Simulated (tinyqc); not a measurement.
Valley splitting of a silicon quantum well in envelope theory: sweeps and comparisons. A value that a table varies takes the place of the one given here.

The well lies at 0 < z < L; U(z) = V0 [1/(1 + exp(z/w)) + 1/(1 + exp((L - z)/w))] - e F z, 1 mV/nm = 1e-4 eV/angstrom. The envelope psi solves -(c/ml) psi'' + U psi = E psi, c = hbar^2/2m0, by three-point differences on a grid of 0.1 angstrom from -40 to L + 40 angstrom. The two valleys at +/- k0 couple through D = C0 times the integral of exp(-i q z) U(z) psi^2, q = 2 k0 (2 pi/a), and split by Ev = 2|D|.

Random alloy: with Y(z) = Yw + (Yb - Yw) B(z), B the bracket in U, and in-plane density exp(-r^2/ad^2)/(pi ad^2), D gains a random complex part of variance sigma^2 = (C0^2/pi)(a^2 V0/(8 ad (Yb - Yw)))^2 (4/a) times the integral of psi^4 Y (1 - Y). Alone it gives a mean splitting sqrt(pi) sigma; together with the smooth part the rms splitting is 2 sqrt(|D|^2 + sigma^2).

Constants: hbar^2/2m0 = 3.80998211 eV angstrom^2.

Parameters, chosen for this exercise (near those of a strained Si well in SiGe; not measured data): L = 48 angstrom (well width); V0 = 0.19 eV (conduction offset); ml = 0.93 m0 (mass along z); F = 12.9 mV/nm (field pressing towards the upper interface); k0 = 0.833 2 pi/a (valley position); a = 5.431 angstrom (lattice constant); C0 = 0.258 (Bloch overlap factor); Yb = 0.31 (Ge share of the barrier); Yw = 0.05 (Ge share of the well); ad = 180 angstrom (dot radius); ws = (0.4, 0.6, 0.9, 1.5, 2, 3.1, 4.2) angstrom (interface widths); Ls = (48, 49.4, 50.7, 52.1, 53.4, 54.8, 56.1, 57.5) angstrom (widths in steps of one atomic layer, a/4, rounded to the grid); F2 = 1 mV/nm (second field, zero or weak); w1 = 0.5 angstrom (interface width for this table); w = 1.1 angstrom (interface width parameter).

## Sharpness of the interface

The smooth part 2|D| and the disorder part against w, beside y/sinh(y) with y = pi q w. The 12 to 88 % width of the step is 4w.

Results:
```
w (angstrom)  4w (angstrom)  2|D| (micro-eV)  y/sinh(y)  sqrt(pi) sigma (micro-eV)
0.4                     1.6           166.68       0.43                      124.7
0.6                     2.4            75.39       0.19                      124.8
0.9                     3.6            18.67      0.047                      125.1
1.5                     6.0             0.84     0.0021                      126.0
2.0                     8.0             0.06    0.00013                      127.1
3.1                    12.4             0.00    2.6e-07                      130.6
4.2                    16.8             0.00    4.6e-10                      135.8
```

How do the results move?

The smooth part needs a Fourier component of U psi^2 at a wavelength of 3.26 angstrom; from the first row to the third it falls by a factor 8.93, while y/sinh(y) falls by 9.25 (the envelope near the step and the phase between the two interfaces change too). The disorder part goes from 124.7 to 135.8 micro-eV. It takes over between w = 0.4 and 0.6 angstrom, that is a step 1.6 to 2.4 angstrom wide, with 1.36 angstrom to an atomic layer.

## Adding atomic layers

The smooth splitting Ev = 2|D| with w = w1, at the field F2 and at F.

Results:
```
L (angstrom)  q L mod 2 pi  Ev at F2 (micro-eV)  Ev at F (micro-eV)
48.0                  4.55                 67.9                 114
49.4                  0.97                 12.4                 103
50.7                  3.47                 53.0                 109
52.1                  6.17                 36.0                 105
53.4                  2.39                 28.3                 104
54.8                  5.09                 46.2                 106
56.1                  1.31                 7.91                 103
57.5                  4.01                 42.3                 105
```

What does this show, and why?

At F2 the splitting swings between 7.91 and 67.9 micro-eV, a ratio of 8.58, as the two interfaces add with the phase q L, which advances on average by 2.62 rad a layer. At F the ratio is 1.11, where in the first row psi^2 at the upper interface is 18.7 times that at the lower one: one interface dominates and the interference fades.

## What each parameter does

Orbital spacing, psi^2 at z = L, the smooth splitting and sigma; V0 is held fixed when Yw changes. Each row changes one parameter from the base and keeps the others.

Results:
```
case               E2 - E1 (meV)  psi^2(L) (1e-3/angstrom)  2|D| (micro-eV)  sigma (micro-eV)
base                       42.69                     6.380             6.83              70.7
ad = 220 angstrom          42.69                     6.380             6.83              57.9
Yw = 0.08                  42.69                     6.380             6.83              99.1
L = 54 angstrom            38.17                     6.127             6.37              69.5
V0 = 0.237 eV              44.18                     4.971             6.79              88.6
w = 1.43 angstrom          43.22                     6.028             1.22              71.0
F = 19.35 mV/nm            47.89                     9.293             9.86              74.3
k0 = 0.813 2 pi/a          42.69                     6.380             7.51              70.7
C0 = 0.31                  42.69                     6.380             8.20              85.0
```

What can be read from the table?

The largest shifts from the base row, up to three for each result and ties (the steps differ in size, so this ranks the rows, not the parameters). E2 - E1 (meV): F +5.20, L -4.52, V0 +1.49; unchanged at the printed digits by ad, Yw, k0 and C0. psi^2(L) (1e-3/angstrom): F +2.913, V0 -1.408, w -0.352; unchanged at the printed digits by ad, Yw, k0 and C0. 2|D| (micro-eV): w -5.61, F +3.03, C0 +1.38; unchanged at the printed digits by ad and Yw. sigma (micro-eV): Yw +28.4, V0 +17.9, C0 +14.3; unchanged at the printed digits by k0.

Run: tinyqc, `OMP_NUM_THREADS=1 python tinyqc.py 1282468 1282469 out.jsonl`; Intel(R) Xeon(R) Processor @ 2.30GHz, one thread, shared host; about 0.1 s of CPU time with all checks.
